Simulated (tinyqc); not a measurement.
# Admittance spectroscopy of a deep trap: two studies

Schottky contact on an n-type layer with shallow donors Nd (all ionised) and a donor-like deep trap, neutral when filled and positive when empty; depletion approximation. Traps within lam of the depletion edge stay filled. The traps at xt = W - lam, where the level crosses the Fermi level, follow a slow signal and not a fast one. w = 2 pi f.

Values chosen for this exercise; material values close to those of 4H silicon carbide:
- eps_r = 9.64 (relative permittivity)
- Nc = 1.73e19 cm^-3 (conduction-band density of states at 300 K)
- vth = 1.9e7 cm/s (thermal velocity at 300 K)
- Nd = 1.6e15 cm^-3 (shallow donor density)
- Vbi = 1.33 V (built-in voltage)
- Et = 0.57 eV (depth of the trap below the conduction edge)
- sn = 3.5e-16 cm^2 (capture cross-section)
- Nt = 1.3e14 cm^-3 (trap density)
- Vr = 0 V (reverse bias)
- T = 392 K (temperature)

Constants: q = 1.602176634e-19 C, kB = 1.380649e-23 J/K, eps0 = 8.8541878128e-14 F/cm where lengths are in cm. Results are converted to the units shown.

Each table varies one quantity; the others keep the values above.

## Effect of the trap density

Emission rate en = sn vth(T) Nc(T) exp(-Et/kB T) = sn g T^2 exp(-Et/kB T), g = vth Nc/(300 K)^2, as vth goes as T^0.5 and Nc as T^1.5 (degeneracy factor 1). lam = sqrt(2 eps0 eps_r (EF - ET)/(q Nd)), EF - ET = Et - (kB T/q) ln(Nc(T)/Nd), Nc(T) = Nc (T/300 K)^1.5. In the steady state at the band bending V, 2 eps0 eps_r V/q = Nd W^2 + Nt (W - lam)^2 (the second term only if W > lam). V = Vbi + Vr. C_HF = eps0 eps_r/W, C_LF = eps0 eps_r (Nd + Nt)/(Nd W + Nt xt). Inflection frequency w0 = 2 en [1 + Nt xt/(Nd W)]; C = C_HF + (C_LF - C_HF)/(1 + (w/w0)^2), G/w = (C_LF - C_HF)(w/w0)/(1 + (w/w0)^2).

Results:
```
Nt (cm^-3)  W (nm)  step (% of C_HF)  w0/(2 en)
3e13        938.24           0.79486     1.0107
6.2e13      935.23            1.6296     1.0221
1.3e14      929.04            3.3609     1.0461
5.3e14      896.96            12.552     1.1828
1.1e15      860.80            23.497     1.3664
2.2e15      810.25            40.300     1.6928
4.5e15      744.94            66.142     2.2947
```

Estimate the missing row, Nt = 2.6e14 cm^-3.

Computed row:
```
Nt (cm^-3)  W (nm)  step (% of C_HF)  w0/(2 en)
2.6e14      917.85            6.5217     1.0913
```

With this row back in the table: The step rises from 0.795 to 66.1 %, as Nt^(0.99) between the first two rows and Nt^(0.69) between the last two, and w0/(2 en) rises from 1.01 to 2.29: for Nt near Nd the rule w0 = 2 en overstates the cross-section by that factor.

## Admittance against frequency

Same model as above.

V = Vbi + Vr.

Admittance against frequency:
```
f (Hz)  C (nF/cm^2)  G/w (nF/cm^2)
130           9.496        0.01304
260           9.494        0.02595
500           9.488        0.04897
960           9.469        0.08792
1800          9.417         0.1347
3600          9.317         0.1525
6800          9.240         0.1158
13000         9.204        0.06910
25000         9.192        0.03737
49000         9.189        0.01928
94000         9.188        0.01008
```

Read the table: what changes, and by how much?

C falls from 9.50 to 9.19 nF/cm^2, between C_LF = 9.50 and C_HF = 9.19, and G/w goes from 0.0130 through a maximum of 0.152 (at f = 3600 Hz among the rows listed) to 0.0101 nF/cm^2. The exact peak is half of the step, 0.154 nF/cm^2, at 3070 Hz.

Program tinyqc, `OMP_NUM_THREADS=1 python tinyqc.py 2050097 2050098 out.jsonl`; Intel Xeon 2.30GHz, shared host, one thread, about 0.01 s.
